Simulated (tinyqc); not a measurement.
Worked calculation: electromigration in a confined line: Blech product, Korhonen stress evolution and Black's law. Computed by tinyqc, a small Python program that keeps every step. Command: `OMP_NUM_THREADS=1 python tinyqc.py 3012213 3012214 out.jsonl emigr walk`. One thread of a shared host (Intel(R) Xeon(R) Processor @ 2.30GHz), about 0.01 s of CPU time with the checks. Intermediate numbers are printed to about 7 digits and carried at full precision; extremes and crossings named in words are read from the listed rows.

The electron wind pushes atoms from the cathode (x = 0) to the anode (x = L); blocking ends build a back stress (tension positive). The input rho is taken not to change with temperature. d sigma/dt = d/dx [kappa (d sigma/dx + G)], with zero flux at both ends and sigma = 0 at t = 0.

Inputs (values chosen for the exercise, close to those used for copper lines):
```
quantity                              value          unit
resistivity rho                        2.99  micro-ohm cm
atomic volume Omega                    11.8    angstrom^3
effective charge number Z*              1.5             -
prefactor D0                        4.4e-08         m^2/s
activation energy E                   0.878            eV
effective modulus B                      27           GPa
critical stress sigma_c                 150           MPa
current density j                      0.53       MA/cm^2
line length L                           150            um
test temperature T                      200             C
time as a fraction of L^2/kappa, s     0.23             -
use temperature T_u                     105             C
use current density j_u                 1.6       MA/cm^2
current exponent n                        1             -
```

Start: stress-free.

Constants: e = 1.602176634e-19 C; k_B = 8.617333262e-05 eV/K; k_B = 1.380649e-23 J/K.

## Driving force and diffusivities

G = Z* e rho j/Omega; D = D0 exp(-E/(k_B T)); kappa = D B Omega/(k_B T); drift velocity of an unconfined line v = D Z* e rho j/(k_B T). SI: 1 micro-ohm cm = 1e-8 ohm m, 1 MA/cm^2 = 1e10 A/m^2. Temperatures in kelvin are T(C) + 273.15.

stress gradient G = 3.227503 MPa/um

diffusivity D = 1.956126e-17 m^2/s

kappa = 9.540265e-16 m^2/s

drift velocity = 0.4105498 nm/h

## Steady state and Blech product

At steady state sigma(x) = G (L/2 - x). A void forms only if the cathode stress reaches sigma_c, that is if j L exceeds (j L)_c = 2 Omega (sigma_c)/(Z* e rho). Time scale tau = L^2/kappa.

steady cathode stress = 242.0628 MPa

j L = 7950 A/cm

critical product (j L)_c = 4926.409 A/cm

tau = 6551.181 h

j L is 1.61 times the critical product: the line can fail. Caution: a steady stress above sigma_c is formal, since a void forms first.

## Series terms at the cathode

sigma(x, t) = G L [1/2 - x/L - 4 sum_(m odd) cos(m pi x/L) exp(-m^2 pi^2 s)/(m pi)^2], s = t/tau, summed to m = 399. The terms at x = 0 are 4 exp(-m^2 pi^2 s)/(m pi)^2; tau = L^2/kappa.

terms for m = 1, 3, 5, 7: 0.04187047  6.037348e-11  3.660248e-27  4.081287e-51

cathode stress at time s = 221.7922 MPa

time t = 1506.772 h

Caution: the stress exceeds sigma_c: a void would already have formed and relaxed it, so the value is formal.

## Stress along the line

Steady state: G L (1/2 - x/L). Take x/L = 0, 0.1, 0.2, 0.3, 0.4, 0.6, 0.8 and 1.

Stress (MPa):
```
x/L  at time s  steady state
0.0   221.7922      242.0628
0.1   174.3718      193.6502
0.2   128.8384      145.2377
0.3    84.9104       96.8251
0.4    42.1486       48.4126
0.6   -42.1486      -48.4126
0.8  -128.8384     -145.2377
1.0  -221.7922     -242.0628
```

Caution: stresses above sigma_c are formal, since a void forms first.

## Finite line against the semi-infinite law

Semi-infinite line: sigma(0, t) = 2 G L sqrt(s/pi). One-term form: keep m = 1 alone.

Cathode stress (MPa):
```
s             t (h)  full series  semi-infinite  one term
0.002  1.310236e+01      24.4303        24.4303   49.6891
0.005  3.275590e+01      38.6276        38.6276   55.3016
0.01   6.551181e+01      54.6277        54.6277   64.2941
0.02   1.310236e+02      77.2552        77.2553   81.0012
0.05   3.275590e+02     122.0209       122.1513  122.2777
0.1    6.551181e+02     168.9312       172.7480  168.9342
0.2    1.310236e+03     214.8072       244.3026  214.8072
0.4    2.620472e+03     238.2767       345.4960  238.2767
0.8    5.240945e+03     241.9897       488.6051  241.9897
```

Among these rows the semi-infinite law holds to 1 % up to s = 0.05 and the one-term form from s = 0.05 on: the far end is felt once sqrt(kappa t) is no longer small against L, and by then the terms with m > 1 have nearly died out. The critical stress 150 MPa is passed between s = 0.05 and 0.1. Caution: rows beyond sigma_c are formal, since a void ends the model there.

## Time to nucleate a void

Solve sigma(0, t) = sigma_c for s; the semi-infinite estimate is t = (pi/kappa) ((sigma_c)/(2 G))^2.

nucleation time = 502.4557 h

semi-infinite estimate = 493.9421 h

The back stress delays nucleation by 1.7 %.

## Extrapolation by Black's law

Median life t50 = A j^(-n) exp(E/(k_B T)); acceleration factor = t50(use)/t50(test) = (j/j_u)^n exp[(E/k_B)(1/T_u - 1/T)].

current factor = 0.33125

temperature factor = 223.5899

acceleration factor = 74.06414

At the use current j_u L exceeds the critical product.

Checks made by the program: series against a 200-cell finite-volume solution (on the scale of G L) (relative difference 1e-06).
